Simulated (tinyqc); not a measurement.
Sampled drift against the exact one: kinetic Monte Carlo and master equation for a particle on a ring of sites with traps and bias. Computed by tinyqc, a small Python program. Command: `OMP_NUM_THREADS=1 python tinyqc.py 3028695 3028696 out.jsonl kmc walk`. One thread of a shared host (Intel(R) Xeon(R) Processor @ 2.30GHz), about 0.1 s of CPU time with the checks.

5 sites on a ring, numbered 1 to 5. The saddle between i and i+1 lies at E0 + s b_i and site i at s eps_i; a force F tilts the landscape, with the saddle half-way.

Inputs (values chosen for the exercise, for a model defect):

| quantity | value | unit |
|---|---|---|
| reference barrier E0 | 0.62 | eV |
| scale factor s of the disorder | 1 | - |
| attempt frequency nu | 5.1 | THz |
| temperature T | 600 | K |
| site spacing a | 3.7 | angstrom |
| force F along the ring | 0.0052 | eV/angstrom |
| seed of the random numbers | 955754 | - |

Disorder: random barriers.

site energies eps_i (eV): 0  0  0  0  0

saddle shifts b_i between sites i and i+1 (eV): -0.064  -0.057  -0.034  0.019  -0.044

Constants: k_B = 8.617333262e-05 eV/K.

Method:
- Rates: k(i to i+1) = nu exp(-(E0 + s b_i - s eps_i - F a/2)/(k_B T)), k(i to i-1) = nu exp(-(E0 + s b_(i-1) - s eps_i + F a/2)/(k_B T)).
- Share right = k right/(k right + k left); mean stay = 1/(k right + k left).
- Master equation dP/dt = W P, W_(i+1,i) = k right, W_(i-1,i) = k left, columns summing to zero. The steady state is its null vector; drift v = a sum P_i (k right - k left). D = a^2 lambda''(0)/2, where lambda(q) is the leading eigenvalue of W with right hops weighted by exp(q) and left hops by exp(-q).
- The slowest relaxation rate is minus the real part of the next eigenvalue of W. 1 angstrom = 1e-8 cm.
- 400 independent walkers start on sites drawn with weights P_i (k right + k left), the steady shares of hops (random numbers not printed); the estimate is total displacement over total time, with its standard error from the spread between walkers.

occupations P_i: 0.163055  0.193144  0.230502  0.256850  0.156450

drift velocity v = 0.726788 cm/s

Drift from sampling:

| hops per walker | estimate (cm/s) | standard error (cm/s) | deviation in standard errors |
|---|---|---|---|
| 10 | 0.82952 | 0.075538 | 1.3600 |
| 30 | 0.75214 | 0.040852 | 0.6206 |
| 100 | 0.73805 | 0.022928 | 0.4911 |
| 300 | 0.72016 | 0.013324 | -0.4976 |
| 1000 | 0.71614 | 0.007505 | -1.4184 |
| 3000 | 0.72410 | 0.004217 | -0.6370 |

What follows from these numbers?

The exact drift is 0.7268 cm/s. The standard error falls by a factor 3.05 from 100 to 1000 hops (sqrt10 = 3.16), and in the last row it is 0.58 % of the drift.

Extremes, crossings and ranges named in words are read from the listed rows.
